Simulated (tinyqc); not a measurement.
Convergence with cell size: Koster-Slater impurity in a tight-binding band, by Green functions and by supercells. Computed by tinyqc, a small Python program. Command: `OMP_NUM_THREADS=1 python tinyqc.py 3015618 3015619 out.jsonl kosterslater walk`. One thread of a shared host (Intel(R) Xeon(R) Processor @ 2.30GHz), about 0.03 s of CPU time with the checks.

One orbital per site, e(k) = -2 t sum cos(k_i) over 2 direction(s), band from -4 t to 4 t, lattice constant 1. One site has the extra energy U. Spin is left out.

Inputs (values chosen for the exercise, for a model band): hopping t = 0.68 eV; impurity potential U = 1.87 eV.

Lattice: square.

Method:
- Outside the band G0(E) = (2/(pi E)) K(m), m = 16 t^2/E^2, K the complete elliptic integral with parameter m.
- A bound state solves 1/U = G0(E).
- Bisection in ln(distance from the edge) between 1e-5 t and |U| + t. Weight on the impurity site: -1/(U^2 dG0/dE), by a central difference with step min(1e-4 t, distance/30). Decay length along an axis: 1/arccosh(1 + distance/(2 t)).
- In a periodic cell of N sites along each direction with Bloch vector K, the level solves 1/U = N^-d sum_k 1/(E - e(k)), k_i = (2 pi m_i + K_i)/N, m_i = 0..N-1; the outermost root on the side of U is taken (bisection). d is the number of directions. Gamma means K_i = 0, the zone corner K_i = pi, the quarter point K_i = pi/2.
- Even N; errors against the isolated level E_b, set to 0 below 1e-6 t.

level E_b = 2.91810 eV

decay length = 1.87478 sites

Error of the level (eV):

| N | sites | Gamma | corner | quarter point |
|---|---|---|---|---|
| 2 | 4 | 5.1889e-01 | -1.0481e+00 | -1.6135e-01 |
| 4 | 16 | 1.2242e-01 | -1.6135e-01 | -1.1275e-02 |
| 6 | 36 | 3.8020e-02 | -3.9218e-02 | -1.1061e-03 |
| 8 | 64 | 1.2106e-02 | -1.1275e-02 | -1.1618e-04 |
| 12 | 144 | 1.1959e-03 | -1.1061e-03 | -1.3569e-06 |
| 16 | 256 | 1.2093e-04 | -1.1618e-04 | 0 |

The error at Gamma falls exponentially, between the last two resolved rows by exp(-0.573) per site against 1/(decay length) = 0.533; the rest is the power-law prefactor of the Green function. Gamma and the corner err in opposite directions. Among the sizes listed an error below 1 meV is first reached at N = 16 at Gamma; at the quarter point N = 8 is enough.

Extremes, crossings and ranges named in words are read from the listed rows.
